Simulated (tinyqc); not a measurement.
## In-plane mass from two subband densities

Problem. At zero temperature each occupied subband holds N_k = D (EF - E_k), D = 2 md m0 q/(pi hbar^2) per eV (two valleys). Two subbands are occupied. Find md, EF - E1 and EF - E2.

Constants: q = 1.602176634e-19 C, hbar = 1.054571817e-34 J s, m0 = 9.1093837015e-31 kg. Results are converted to the units shown.

N1, N2 (cm^-2): [6.7658777e12, 2.1e11]
E2 - E1 = 41.3 meV

Solution. N1 - N2 = D (E2 - E1) gives D and so md; each N_k/D is a distance to EF.

md = 0.190 m0
EF - E1 = 42.6 meV
EF - E2 = 1.32 meV

Program tinyqc, `OMP_NUM_THREADS=1 python tinyqc.py 2140057 2140058 out.jsonl`; Intel Xeon 2.30GHz, shared host, one thread, about 0.1 s.
